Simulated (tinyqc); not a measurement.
MOS inversion layer, Poisson-Schroedinger loop: two steps of the calculation.

Electrons confined at an insulator interface at z = 0, treated as a hard wall; parabolic valleys, Hartree approximation, no image or exchange terms. The depletion charge lies far deeper than the electrons and gives a uniform field q Nd/(eps0 eps_r); the gate balances all charge. Energies are counted from the band edge at the interface.

Values chosen for this exercise; masses and permittivity close to those of silicon (100): temperature T = 300 K; mass along z of valley set A (2 valley(s)) mz1 = 0.923 m0; in-plane density-of-states mass of set A md1 = 0.191 m0; mass along z of valley set B (4 valley(s)) mz2 = 0.187 m0; in-plane density-of-states mass of set B md2 = 0.424 m0; sheet density of electrons Ns = 7.4e11 cm^-2; extra shift of set B (strain) dE = 0 eV; mesh step hz = 1.2 nm.

Constants: q = 1.602176634e-19 C, kB = 1.380649e-23 J/K, hbar = 1.054571817e-34 J s, m0 = 9.1093837015e-31 kg, Vt = kB T/q, hbar^2/(2 m0) = 0.0380998212 eV nm^2. Results are converted to the units shown.

Problem 1. Levels and probability densities. Tridiagonal Hamiltonian with psi = 0 one step beyond both ends: H_ii = C (1/m_(i-1/2) + 1/m_(i+1/2))/hz^2 + V0_i + U_i (+ dE for the set B), H_(i,i+1) = -C/(m_(i+1/2) hz^2), C = hbar^2/(2 m0). The lowest 2 level(s) of each valley set are kept, normalised to hz sum |psi|^2 = 1. The mass is the same on all intervals.

| node | fixed potential V0 (eV) | self-consistent potential U at the start (eV) |
|---|---|---|
| 1 | 0.01030502 | 0 |
| 2 | 0.02061004 | 0 |
| 3 | 0.03091507 | 0 |
| 4 | 0.04122009 | 0 |
| 5 | 0.05152511 | 0 |
| 6 | 0.06183013 | 0 |
| 7 | 0.07213516 | 0 |
| 8 | 0.08244018 | 0 |
| 9 | 0.09274520 | 0 |
| 10 | 0.10305022 | 0 |
| 11 | 0.11335524 | 0 |
| 12 | 0.12366027 | 0 |
| 13 | 0.13396529 | 0 |
| 14 | 0.14427031 | 0 |
| 15 | 0.15457533 | 0 |
| 16 | 0.16488035 | 0 |

Find: levels; |psi|^2 of A1; |psi|^2 of A2; |psi|^2 of B1; |psi|^2 of B2.

Solution 1.

levels (eV): A1 0.033221, A2 0.057045, B1 0.057302, B2 0.099648

| node | \|psi\|^2 of A1 (1/nm) | \|psi\|^2 of A2 (1/nm) | \|psi\|^2 of B1 (1/nm) | \|psi\|^2 of B2 (1/nm) |
|---|---|---|---|---|
| 1 | 0.23946 | 0.19205 | 0.05654 | 0.05343 |
| 2 | 0.34515 | 0.02622 | 0.15728 | 0.10006 |
| 3 | 0.18248 | 0.10253 | 0.20479 | 0.05054 |
| 4 | 0.05405 | 0.26055 | 0.17986 | 0.00058 |
| 5 | 0.01054 | 0.17546 | 0.12073 | 0.03482 |
| 6 | 0.00148 | 0.06084 | 0.06586 | 0.11142 |
| 7 | 0.00016 | 0.01336 | 0.03028 | 0.15350 |
| 8 | 0.00001 | 0.00206 | 0.01202 | 0.13957 |
| 9 | 0.00000 | 0.00024 | 0.00419 | 0.09607 |
| 10 | 0.00000 | 0.00002 | 0.00130 | 0.05346 |
| 11 | 0.00000 | 0.00000 | 0.00036 | 0.02497 |
| 12 | 0.00000 | 0.00000 | 0.00009 | 0.01003 |
| 13 | 0.00000 | 0.00000 | 0.00002 | 0.00351 |
| 14 | 0.00000 | 0.00000 | 0.00000 | 0.00107 |
| 15 | 0.00000 | 0.00000 | 0.00000 | 0.00027 |
| 16 | 0.00000 | 0.00000 | 0.00000 | 0.00004 |

Problem 2. Converged levels, occupations and centroid. Level k holds N_k = D_k Vt ln(1 + exp((EF - E_k)/Vt)) with D = 2 md1 m0 q/(pi hbar^2) for the set A, D = 4 md2 m0 q/(pi hbar^2) for the set B per eV (spin included); EF is fixed by sum N_k = Ns.

Solve for the levels with V0 + U, find EF, n_i = sum_k N_k |psi_k|^2 (in cm^-3); share of each level N_k/Ns; centroid sum n z/sum n.

| node | z (nm) | fixed potential V0 (eV) | converged U (eV) |
|---|---|---|---|
| 1 | 1.2 | 0.01030502 | 0.013617299 |
| 2 | 2.4 | 0.02061004 | 0.023898942 |
| 3 | 3.6 | 0.03091507 | 0.030646901 |
| 4 | 4.8 | 0.04122009 | 0.034683236 |
| 5 | 6 | 0.05152511 | 0.036950115 |
| 6 | 7.2 | 0.06183013 | 0.038243770 |
| 7 | 8.4 | 0.07213516 | 0.038987918 |
| 8 | 9.6 | 0.08244018 | 0.039393927 |
| 9 | 10.8 | 0.09274520 | 0.039595084 |
| 10 | 12 | 0.10305022 | 0.039684014 |
| 11 | 13.2 | 0.11335524 | 0.039718965 |
| 12 | 14.4 | 0.12366027 | 0.039731185 |
| 13 | 15.6 | 0.13396529 | 0.039734976 |
| 14 | 16.8 | 0.14427031 | 0.039736001 |
| 15 | 18 | 0.15457533 | 0.039736228 |
| 16 | 19.2 | 0.16488035 | 0.039736259 |

Wanted: levels; EF; shares; n; centroid.

Solution 2.

levels (eV): A1 0.0549, A2 0.0862, B1 0.0876, B2 0.1347
EF = -0.01527 eV
shares (%): A1 35.79, A2 10.90, B1 45.83, B2 7.48

| node | n (1e18 cm^-3) |
|---|---|
| 1 | 1.511 |
| 2 | 1.600 |
| 3 | 1.228 |
| 4 | 0.801 |
| 5 | 0.441 |
| 6 | 0.249 |
| 7 | 0.153 |
| 8 | 0.093 |
| 9 | 0.051 |
| 10 | 0.024 |
| 11 | 0.010 |
| 12 | 0.004 |
| 13 | 0.001 |
| 14 | 0.000 |
| 15 | 0.000 |
| 16 | 0.000 |

centroid = 3.502 nm

Program tinyqc, `OMP_NUM_THREADS=1 python tinyqc.py 2160051 2160052 out.jsonl`; Intel Xeon 2.30GHz, shared host, one thread, about 0.8 s.
